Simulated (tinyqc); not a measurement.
# Bandgap voltage reference from two bipolar transistors: effect of the output resistor at T0

Two transistors of area 1 and N carry the same current I. Is(T) = Is (T/T0)^eta exp[(Vg0 q/kB)(1/T0 - 1/T)], VBE1 = Vt ln(I/Is(T)) + I rb, VBE2 = Vt ln(I/(N Is(T))) + I rb/N. The amplifier forces I R1(T) = VBE1 - VBE2 + Vos, with R(T) = R (1 + tc (T - T0)) for both resistors, and the output is Vref = VBE1 + I R2(T). Base currents and the Early effect are neglected.

Vt = kB T/q; I = (Vt ln N + Vos)/(R1(T) - rb (1 - 1/N)). Box coefficient: span of Vref between 233 and 398 K over its average over T and over 165 K. The last column is the R2 that gives zero slope at T0.

Values chosen for this exercise; values of the order met in silicon bipolar transistors:

| symbol | value | unit | meaning |
|---|---|---|---|
| T0 | 300 | K | reference temperature |
| Vg0 | 1.203 | V | band-gap voltage extrapolated to 0 K |
| eta | 3.9 |  | temperature exponent of the saturation current |
| Is | 9.1e-16 | A | saturation current of the unit transistor at T0 |
| N | 15 |  | area ratio of the second transistor |
| R1 | 2.3 | kohm | resistor across which the difference of VBE falls, at T0 |
| tc | 0 | ppm/K | temperature coefficient of both resistors |
| Vos | -2 | mV | offset of the amplifier |
| rb | 0 | ohm | series resistance of the unit transistor |

Constants: q = 1.602176634e-19 C, kB = 1.380649e-23 J/K. Results are converted to the units shown.

Result of one run:
```
R2 (kohm)  I at T0 (uA)  Vref at T0 (V)  slope at T0 (uV/K)  box coefficient (ppm/K)  R2 for zero slope (kohm)
21.83             29.57           1.271               43.30                    29.20                     21.40
```

What becomes of these results when the output resistor at T0 R2 is changed from 21.83 to 22.47 kohm, all else the same?

Result of the changed run:
```
R2 (kohm)  I at T0 (uA)  Vref at T0 (V)  slope at T0 (uV/K)  box coefficient (ppm/K)  R2 for zero slope (kohm)
22.47             29.57           1.290               108.2                    76.35                     21.40
```

The whole series:
```
R2 (kohm)  I at T0 (uA)  Vref at T0 (V)  slope at T0 (uV/K)  box coefficient (ppm/K)  R2 for zero slope (kohm)
19.69             29.57           1.208              -173.8                    152.4                     21.40
20.33             29.57           1.227              -108.9                    96.86                     21.40
20.98             29.57           1.246              -42.94                    43.24                     21.40
21.4              29.57           1.259             -0.3247                    17.63                     21.40
21.83             29.57           1.271               43.30                    29.20                     21.40
22.47             29.57           1.290               108.2                    76.35                     21.40
23.12             29.57           1.309               174.2                    125.5                     21.40
```

As R2 goes from 19.69 to 23.12, Vref rises from 1.208 to 1.309 V and the box coefficient goes from 152 through a minimum of 17.6 (at R2 = 21.4 among the rows listed) to 125 ppm/K. One per cent in R2 moves the slope by 21.7 uV/K.

Numbers from tinyqc (`OMP_NUM_THREADS=1 python tinyqc.py 2062104 2062105 out.jsonl`; about 0.02 s on one thread of a shared Intel Xeon 2.30GHz).
